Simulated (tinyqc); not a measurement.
Thermal stress, cracking, delamination and buckling of a thin film; Griffith cracks and misfitting inclusions: one step, computed by the program tinyqc.

Isotropic linear elasticity; the substrate is much thicker than the film; stress is positive in tension.

Question. Buckling of a debonded strip. A strip of half width w clamped at both edges buckles at sigma_c = (pi^2/12) Ebar (h/w)^2. Above it: height = h sqrt((4/3)(|s|/sigma_c - 1)), driving force at the edges G = G0 (1 - sigma_c/|s|)(1 + 3 sigma_c/|s|); below it both are 0. The smallest strip that buckles has w0 = pi h sqrt(Ebar/(12 |s|)).

Inputs (values chosen for the exercise, modelled on a GaN film on silicon):
```
quantity                          value        unit
deposition temperature T_d          450           K
final temperature T                 300           K
film thickness h                   0.14  micrometre
half width of a debonded strip w      8  micrometre
```

Ebar = 304.1667 GPa

film stress = -251.595 MPa

G0 = 0.01456768 J/m^2

Give: buckling stress sigma_c; blister height; driving force at the edges; smallest buckling half width w0.

Answer.

buckling stress sigma_c = 76.614 MPa

blister height = 0.24431 micrometre

driving force at the edges = 0.019387 J/m^2

smallest buckling half width w0 = 4.4146 micrometre
